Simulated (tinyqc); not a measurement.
Thickness: WKB tunnelling through a gate dielectric with a two-band (Franz) dispersion.

At depth x the conduction edge lies u(x) = phi - V x/t above the electron. Parabolic: kappa = sqrt(m u/c). Franz: kappa = sqrt(m u (1 - u/Eg)/c), which vanishes at both band edges. c = hbar^2/2m0. T = exp(-2 integral of kappa dx) over the region u > 0; no image force, no prefactor, zero transverse momentum. The region ends at x_e = min(t, phi t/V); x_e < t is the Fowler-Nordheim regime.

Constants: hbar^2/2m0 = 3.80998211 eV angstrom^2.

Values chosen for the exercise (of the size used for SiO2 on silicon; not measured data):
- Eg = 9.06 eV (gap of the dielectric)
- phi = 2.9 eV (barrier above the electron energy at the emitter)
- m = 0.5 m0 (mass at the conduction edge)
- V = 1.6 V (voltage across the layer)

The same voltage across layers of other thickness. The last column is the thickness that changes T by a factor of ten, ln(10)/(2 I/t).

Transmission:

| t (angstrom) | field (MV/cm) | T parabolic | T Franz | angstrom per decade, Franz |
|---|---|---|---|---|
| 8 | 20.00 | 0.000237 | 0.000686 | 2.529 |
| 10 | 16.00 | 2.94e-05 | 0.000111 | 2.529 |
| 12 | 13.33 | 3.65e-06 | 1.80e-05 | 2.529 |
| 15 | 10.67 | 1.60e-07 | 1.17e-06 | 2.529 |
| 20 | 8.00 | 8.65e-10 | 1.23e-08 | 2.529 |
| 25 | 6.40 | 4.69e-12 | 1.30e-10 | 2.529 |
| 40 | 4.00 | 7.49e-19 | 1.52e-16 | 2.529 |

Give the missing row, t (angstrom) = 30.

Computed row:
```
t (angstrom)  field (MV/cm)  T parabolic   T Franz  angstrom per decade, Franz
30                     5.33     2.54e-14  1.37e-12                       2.529
```

At fixed voltage the exponent is proportional to t: T falls tenfold for each 2.53 angstrom. The ratio of Franz to parabolic grows with t, from 2.89 at 8 to 203 at 40 angstrom. Fields above about 12 MV/cm (3 of the rows) are past breakdown; those rows are an exercise.

tinyqc: `OMP_NUM_THREADS=1 python tinyqc.py 1480954 1480955 out.jsonl`; about 0.01 s, one thread, shared Intel(R) Xeon(R) Processor @ 2.30GHz.
